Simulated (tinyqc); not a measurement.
Interface traps by the conductance method, a continuum of levels: two steps of the calculation.

MOS capacitor on an n-type substrate; psi is the band bending, negative in depletion; only majority carriers are counted. The traps exchange electrons with the conduction band; their admittance lies in parallel with Cd, and that pair in series with Cox and Rs. w = 2 pi f.

Values chosen for this exercise; band and dielectric values close to those of 4H silicon carbide: temperature T = 300 K; relative permittivity eps_r = 9.68; donor density Nd = 3.4e17 cm^-3; equivalent oxide thickness EOT = 16 nm; band bending psi ps = -0.258 V; capture cross-section for electrons sn = 1.9e-16 cm^2; thermal velocity vth = 1.9e7 cm/s; interface trap density Dit = 3.8e10 cm^-2 eV^-1; signal frequency f = 9000 Hz.

Constants: q = 1.602176634e-19 C, kB = 1.380649e-23 J/K, Vt = kB T/q, eps0 = 8.8541878128e-14 F/cm where lengths are in cm. Results are converted to the units shown.

Question 1. Capacitances and time constant. Cox = 3.9 eps0/EOT, LD = sqrt(eps0 eps_r Vt/(q Nd)), u = psi/Vt, Cd = (eps0 eps_r/(sqrt(2) LD)) |exp(u) - 1|/sqrt(exp(u) - u - 1); ns = Nd exp(u); tau = 1/(sn vth ns), Cit = q Dit (Dit per eV).

Give: Cox; Cd; ns; tau; Cit.

Answer 1.

Cox = 215.8 nF/cm^2
Cd = 317.1 nF/cm^2
ns = 1.575e13 cm^-3
tau = 1.759e-5 s
Cit = 6.088 nF/cm^2

Question 2. Parallel conductance and capacitance. With x = w tau: Gp/w = Cit ln(1 + x^2)/(2 x), Cp = Cd + Cit arctan(x)/x.

Cd = 317.09397 nF/cm^2
tau = 1.7588270e-5 s
Cit = 6.0882712 nF/cm^2

Find: x; Gp/w; Cp.

Answer 2.

x = 0.9946
Gp/w = 2.105 nF/cm^2
Cp = 321.9 nF/cm^2

The peak of Gp/w lies at x = 1.98 with the height 0.402 Cit; this frequency gives 0.346 Cit.

tinyqc, about 0.01 s, one thread, Intel Xeon 2.30GHz (shared host): `OMP_NUM_THREADS=1 python tinyqc.py 2030095 2030096 out.jsonl`
